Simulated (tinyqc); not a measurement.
Diffused layer (complementary error function), carriers, mobility and sheet resistance with incomplete ionisation: one step of the calculation.

An n-type layer from the surface x = 0 to the junction xj, N(x) = N0 erfc(x/Ld). Local neutrality (no depletion at surface or junction, no spilling of carriers), intrinsic carriers neglected, Boltzmann statistics.

Question. Sheet quantities by the trapezoid rule. Dose = integral of N, carrier sheet density = integral of n, 1/Rs = q integral of n mu, mean mobility 1/(q Rs sheet density), Hall mobility (unit Hall factor) = integral of n mu^2 over integral of n mu, Hall sheet density = (integral of n mu)^2/integral of n mu^2; all from 0 to xj.

Constants: q = 1.602176634e-19 C. Results are converted to the units shown.

```
point,x (nm),N (cm^-3),n (1e17 cm^-3),mu (cm^2/(V s))
0,0.00000,3.4e17,3.0799562,241.52681
1,38.13808,2.4451755e17,2.2662096,264.85516
2,76.27616,1.6049889e17,1.5210345,295.05912
3,114.41424,9.5444116e16,0.9218078,331.69475
4,152.55233,5.1120850e16,0.5004739,372.62994
5,190.69041,2.4548460e16,0.2420506,413.90438
6,228.82849,1.0530919e16,0.1037650,450.75158
7,266.96657,4.0243720e15,0.0390780,479.52114
8,305.10465,1.3669465e15,0.0125621,499.06155
9,343.24273,4.1196080e14,0.0030191,510.50847
10,381.38081,1.1e14,0.0000000,516.08791
```

Wanted: dose; carrier sheet density; Rs; mean mobility; Hall mobility; Hall sheet density.

Answer.

dose = 2.9081e12 cm^-2
carrier sheet density = 2.7269e12 cm^-2
Rs = 7842.7 ohm/square
mean mobility = 291.85 cm^2/(V s)
Hall mobility = 300.75 cm^2/(V s)
Hall sheet density = 2.6461e12 cm^-2

Carriers make up 93.8 % of the dose. A Hall measurement weights the mobile tail, so its sheet density is 3.0 % below the true one.

Computed by the program tinyqc: `OMP_NUM_THREADS=1 python tinyqc.py 2110133 2110134 out.jsonl`, one thread of a shared Intel Xeon 2.30GHz, about 0.02 s for the whole run.
